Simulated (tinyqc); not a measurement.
Inside a calculation. Model: free and trapped electrons in a MOS channel with a dense trap tail.

Program tinyqc, `OMP_NUM_THREADS=1 python tinyqc.py 2222139 2222140 out.jsonl`; Intel Xeon 2.30GHz, shared host, one thread, about 0.02 s. Printed values are rounded.

p-type body, charge-sheet picture, full ionisation (an idealisation for deep acceptors), Boltzmann statistics for free electrons. e = Ec - EF at the surface. Acceptor-like traps of density D(E) = D0 + De exp(-E/Ew) at depth E below Ec, from 0 to Eu, hold n_t = integral of D(E)/(1 + exp((e - E)/Vt)). psi = Eg - Vt ln(Nv/Na) - e; N_dep = sqrt(2 eps0 eps_r Na (psi - Vt)/q); n_f = sqrt(N_dep^2 + 2 eps0 eps_r Vt Nc exp(-e/Vt)/q) - N_dep; Vg = Vfb + psi + q (N_dep + n_t + n_f)/Cox, Cox = eps0 eox/tox.

Inputs (values chosen for the exercise); band and dielectric values close to those of 4H silicon carbide: temperature T = 300 K; band gap Eg = 3.26 eV; relative permittivity eps_r = 9.77; conduction-band density of states at T Nc = 1.71e19 cm^-3; valence-band density of states at T Nv = 2.45e19 cm^-3; relative permittivity of the insulator eox = 3.9; insulator thickness tox = 40 nm; acceptor density Na = 8e15 cm^-3; flat-band voltage without trapped charge Vfb = -2.18 V; constant background density of acceptor-like traps D0 = 3.9e10 cm^-2 eV^-1; density of the tail at the conduction edge De = 8.5e12 cm^-2 eV^-1; decay energy of the tail Ew = 0.09 eV; depth below Ec down to which the traps reach Eu = 0.71 eV; mobility of free electrons mf = 60 cm^2/(V s); Ec - EF at the surface e = 0.065 eV.

Constants: q = 1.602176634e-19 C, kB = 1.380649e-23 J/K, Vt = kB T/q, eps0 = 8.8541878128e-14 F/cm where lengths are in cm. Results are converted to the units shown.

## Trapped charge

Trapezoid rule on 12 equal steps from 0 to Eu, f = 1/(1 + exp((e - E)/Vt)).

```
point      E (eV)  D(E) f (cm^-2 eV^-1)
0               0           6.392373e11
1      0.05916667           1.972209e12
2       0.1183333           2.059727e12
3          0.1775           1.206210e12
4       0.2366667           6.510433e11
5       0.2958333           3.565501e11
6           0.355           2.035740e11
7       0.4141667           1.242824e11
8       0.4733333           8.319280e10
9          0.5325           6.190041e10
10      0.5916667           5.086683e10
11      0.6508333           4.514931e10
12           0.71           4.218653e10
```

n_t = 4.233622e11 cm^-2

With 1600 steps n_t = 4.278e11 cm^-2; the coarse value is 1.0 % below it.

## Charges and gate voltage

psi, N_dep, n_f and Vg as defined, with the n_t given; free share n_f/(n_f + n_t); apparent mobility mf n_f/(n_f + n_t); gate voltage spent on traps q n_t/Cox.

psi = 2.987486 V
N_dep = 5.058155e11 cm^-2
n_f = 2.955136e11 cm^-2
Vg = 3.080404 V
free share = 41.10775 %
apparent mobility = 24.66465 cm^2/(V s)
gate voltage spent on traps = 0.7857224 V
